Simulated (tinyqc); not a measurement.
Molecular dynamics of a small cluster by velocity Verlet steps: one step, computed by the program tinyqc. Command: `OMP_NUM_THREADS=1 python tinyqc.py 3007381 3007382 out.jsonl verlet walk`. One thread of a shared host (Intel(R) Xeon(R) Processor @ 2.30GHz), about 0.1 s of CPU time with the checks.

E = sum_i {sum_j A exp(-p (r_ij/r0 - 1)) - xi sqrt(rho_i)}, rho_i = sum_j exp(-2 q (r_ij/r0 - 1)); the force on i is -sum_j w_ij (R_i - R_j)/r_ij with w_ij = -(2p/r0) A exp(-p (r_ij/r0 - 1)) + (xi q/r0) exp(-2 q (r_ij/r0 - 1)) (rho_i^(-1/2) + rho_j^(-1/2)).

Task: State at the start. Velocity Verlet: a = c F/M with c = 9.648533212e-3 angstrom/fs^2 per eV/(angstrom u); R(new) = R + v dt + a dt^2/2; v(new) = v + (a + a(new)) dt/2. Kinetic energy K = M v^2/(2c); temperature T = 2K/((3N - 3) k_B), rotation of the cluster included. After each step v is scaled by sqrt(1 + (dt/tau)(T0/T - 1)).

Inputs (values chosen for the exercise, for model atoms):
```
quantity               value      unit
length r0               2.73  angstrom
repulsion A             0.15        eV
hopping xi              1.76        eV
decay p                 10.8         -
decay q                 3.18         -
atomic mass M             33         u
time step dt             2.2        fs
target temperature T0    300         K
coupling time tau         50        fs
```

Potential: Gupta. Thermostat: Berendsen.

starting positions (angstrom):
```
           x     y      z
atom 1  0.04  0.01  -0.05
atom 2  2.56  0.03   0.02
atom 3  1.26  2.23  -0.05
atom 4   1.3  0.74   2.07
atom 5  1.27  0.74  -2.08
```

starting velocities (angstrom/fs):
```
               x         y         z
atom 1  -0.00132  -0.00474   0.00335
atom 2   0.00152  -0.00031  -0.00117
atom 3   0.00175     0.002  -0.00091
atom 4   0.00083  -0.00112  -0.00071
atom 5  -0.00279   0.00417  -0.00056
```

Constants: 1 eV/(angstrom u) = 9.648533212e-03 angstrom/fs^2; k_B = 8.617333262e-05 eV/K.

Give: forces; potential energy; kinetic energy; temperature.

Result:

forces (eV/angstrom):
```
               x         y         z
atom 1   0.07003   0.08083   0.33792
atom 2  -0.20063   0.21263  -0.11986
atom 3   0.06107  -0.42168   0.24408
atom 4  -0.10641   0.10783  -0.80230
atom 5   0.17593   0.02039   0.34016
```

potential energy = -15.067 eV

kinetic energy = 0.12831 eV

temperature = 248.17 K
